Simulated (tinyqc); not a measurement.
From results to parameters: diatomic chain. Computed by the program tinyqc.

Problem. A chain of two alternating masses has one spring constant k; at the zone edge omega^2 = 2k/M and 2k/m, and wavenumber = 521.4708 sqrt(omega^2) with omega^2 in eV/(angstrom^2 u). Find k, the heavier mass and the optical wavenumber at q = 0.

wavenumbers at the zone edge (cm^-1): 147.736606  376.532078
lighter mass = 23.400000 u

Solution. The upper value gives k = m omega^2/2, the ratio of the squares gives M/m, and at q = 0 omega^2 = 2k (1/m + 1/M), the sum of the two.

k = 6.1000 eV/angstrom^2
heavier mass = 152.0000 u
optical wavenumber at q = 0 = 404.478 cm^-1
